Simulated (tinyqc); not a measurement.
Propagation of a band-gap error through k.p and effective-mass formulas: one step. A scissor shift and what it does not mend.

Values chosen for the exercise (reference values near those of InAs, gap at low temperature; the results hold for these values, not for the real material):
```
symbol  value  unit  meaning
Eg      0.42   eV    gap at Gamma to the s-like level
Eg2     0.84   eV    a wrong gap, of the size a hybrid with far too much exact exchange can give
Dso     0.384  eV    spin-orbit splitting
Ep      21.7   eV    Kane energy
```

Task: A rigid shift D = Eg - Eg2 of the conduction band restores the gap but leaves the curvature, so the mass stays me(Eg2); redoing the sum 1/m = 1 + Ep (E + 2 Dso/3)/(E (E + Dso)) with E = Eg and the same Ep gives another mass. For optics, eps2 at the edge goes as |p|^2/E^2: a rigid shift keeps the dipole elements p/E, while shifting the energies under unchanged p scales eps2 by (Eg2/Eg)^2.

Give: shift D; mass under a rigid shift; mass from the sum with the corrected gap; factor on eps2 if p is left unscaled.

Result:

shift D = -0.420 eV
mass under a rigid shift = 0.0414 m0
mass from the sum with the corrected gap = 0.0225 m0
factor on eps2 if p is left unscaled = 4.000

The rigid shift leaves the mass off by a factor of 1.84. The mass from the corrected gap is the reference me(Eg) here, because the exercise keeps Ep fixed; a real correction of the gap depends on k and changes Ep as well.

Run: tinyqc, `OMP_NUM_THREADS=1 python tinyqc.py 1850682 1850683 out.jsonl`; Intel(R) Xeon(R) Processor @ 2.30GHz, one thread, shared host; about 0.01 s of CPU time with all checks.
